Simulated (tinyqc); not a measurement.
Raising U: Hubbard ring of 6 sites, mean field against exact. Computed by the program tinyqc. Collinear unrestricted mean field (the lowest of 40 random starts) against exact diagonalisation.

one-body matrix (hopping and site energies) (eV):
```
         1        2        3        4        5        6
1   0.5600  -0.7100   0.0000   0.0000   0.0000  -0.7100
2  -0.7100   0.4900  -0.7100   0.0000   0.0000   0.0000
3   0.0000  -0.7100  -0.4600  -0.7100   0.0000   0.0000
4   0.0000   0.0000  -0.7100  -0.0200  -0.7100   0.0000
5   0.0000   0.0000   0.0000  -0.7100  -0.3600  -0.7100
6  -0.7100   0.0000   0.0000   0.0000  -0.7100  -0.3000
```

electrons, up and down: 3  2

Exact and mean-field results (eV):
```
U            U/t    E exact  E mean field  mean |n_up - n_down|  double occupancy, exact  first gap in the sector
0.3500    0.4930  -5.161398     -5.149640                0.1694                   0.1750                   0.3990
0.7100    1.0000  -4.802742     -4.752512                0.1789                   0.1571                   0.3475
1.4200    2.0000  -4.206876     -3.999936                0.2105                   0.1232                   0.2595
2.1300    3.0000  -3.746639     -3.319011                0.4603                   0.0939                   0.1931
2.8400    4.0000  -3.397998     -2.887618                0.6391                   0.0709                   0.1463
4.2600    6.0000  -2.932369     -2.434944                0.7507                   0.0416                   0.0917
5.6800    8.0000  -2.650232     -2.204241                0.7874                   0.0262                   0.0642
8.5200   12.0000  -2.337841     -1.971257                0.8130                   0.0127                   0.0390
14.2000  20.0000  -2.070789     -1.782933                0.8260                   0.0048                   0.0215
```

What does the comparison show, and why?

In absolute terms mean field is worst at U/t = 4.0, 0.510 eV too high: at small U it is nearly exact, and at large U it still misses the motion of the hole through a fluctuating spin background. Relative to the exact energy its error is 0.2 % at the smallest U, 17 % at most and 14 % at the largest. The double occupancy falls from 0.175 to 0.005.
